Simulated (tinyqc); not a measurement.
Worked calculation: round or elliptic silicon nanowire with anisotropic valleys (Ritz method). Values are carried at full precision from step to step, so a last printed digit may differ when a step is redone from the rounded ones.

Wire along x = [100] on a (001) wafer, y = [010], z = [001]. Valley groups, two valleys each (w = inverse masses): A, axis along z: w_y = 1/mt, w_z = 1/ml, m_x = mt; B, axis along y: w_y = 1/ml, w_z = 1/mt, m_x = mt; C, axis along x: w_y = w_z = 1/mt, m_x = ml.

Constants: hbar^2/2m0 = 3.80998211 eV angstrom^2; kB = 8.617333262e-05 eV/K.

Values chosen for the exercise (near those of a Si nanowire; shifted at random, so the results belong to these values and not to a real crystal):
- ml = 0.909 m0 (longitudinal mass)
- mt = 0.187 m0 (transverse mass)
- a = 43 angstrom (semi-axis along y)
- b = 43 angstrom (semi-axis along z)
- group = B (valley group worked out)
- T = 350 K (temperature)

## Stretching the ellipse

Scaling y by 1/sqrt(w_y) and z by 1/sqrt(w_z) makes the mass 1 and the semi-axes A = a/sqrt(w_y), B = b/sqrt(w_z). List them with the one-function estimate 3c (1/A^2 + 1/B^2) and the slender limit c (pi/2s)^2 (1 + 2s/(pi l)), s and l the smaller and larger of A, B; c = hbar^2/2m0.

Groups:

| group | g | A | B | axis ratio | one function (eV) | slender limit (eV) |
|---|---|---|---|---|---|---|
| A | 2 | 18.59 | 41.00 | 2.205 | 0.0399 | 0.0350 |
| B | 2 | 41.00 | 18.59 | 2.205 | 0.0399 | 0.0350 |
| C | 2 | 18.59 | 18.59 | 1.000 | 0.0661 | 0.0445 |

The one-function value suits axis ratios near 1 and the slender limit ratios well above 2.

## Matrices of three even functions

Hard wall on the ellipse (y/a)^2 + (z/b)^2 = 1, c = hbar^2/2m0. With u = y/a, v = z/b the operator is -c [(w_y/a^2) d2/du2 + (w_z/b^2) d2/dv2] on the unit disc. Basis (1 - u^2 - v^2) u^i v^j; S, X and Y are the disc integrals of f f', (df/du)(df'/du) and (df/dv)(df'/dv), from the integral of u^p v^q = 2 Gamma((p+1)/2) Gamma((q+1)/2)/((p + q + 2) Gamma((p+q+2)/2)) for even p, q; H = c (w_y X/a^2 + w_z Y/b^2).

Basis 1, u^2, v^2 times (1 - u^2 - v^2); form S and H for the chosen group.

S, lower triangle:
```
            1       u^2       v^2
1    1.047198
u^2  0.130900  0.039270
v^2  0.130900  0.013090  0.039270
```

H (meV), lower triangle:
```
           1     u^2     v^2
1    41.7389
u^2   6.9565  3.7956
v^2   6.9565  0.8696  8.3782
```

## Lowest level in this basis

Solve H p = E S p for the wire level; give E, the ratios p2/p1 and p3/p1, and H11/S11.

E = 37.8 meV

ratios: -0.83  -0.25

one function = 39.9 meV

The two added functions lower the level by 2.1 meV (5.2 %), mostly by narrowing the state along u, the direction in which the stretched ellipse is long.

## Subbands

Converged values use 21 functions of each parity class (e or o in u, then in v).

The nine lowest levels of all groups and parity classes.

Subbands:

| group, parity | g | m_x (m0) | E (eV) |
|---|---|---|---|
| A ee | 2 | 0.1870 | 0.0378 |
| B ee | 2 | 0.1870 | 0.0378 |
| A eo | 2 | 0.1870 | 0.0634 |
| B oe | 2 | 0.1870 | 0.0634 |
| C ee | 2 | 0.9090 | 0.0637 |
| A ee | 2 | 0.1870 | 0.0984 |
| B ee | 2 | 0.1870 | 0.0984 |
| A oe | 2 | 0.1870 | 0.1270 |
| B eo | 2 | 0.1870 | 0.1270 |

At 350 K and without degeneracy the populations go as g sqrt(m_x) exp(-E/kB T): among these nine the lowest level, shared by A ee and B ee, holds 48 % and the light transport mass mt 78 % of the electrons.

## Checks

- Circle of radius a with both masses mt against c (2.404826/R)^2/m, eV: both 0.0637.

Computed by tinyqc, a small Python program: `OMP_NUM_THREADS=1 python tinyqc.py 1281651 1281652 out.jsonl` (the numbers bound the seed that draws the inputs); one thread of a shared host (Intel(R) Xeon(R) Processor @ 2.30GHz), about 0.03 s for the whole set of steps.
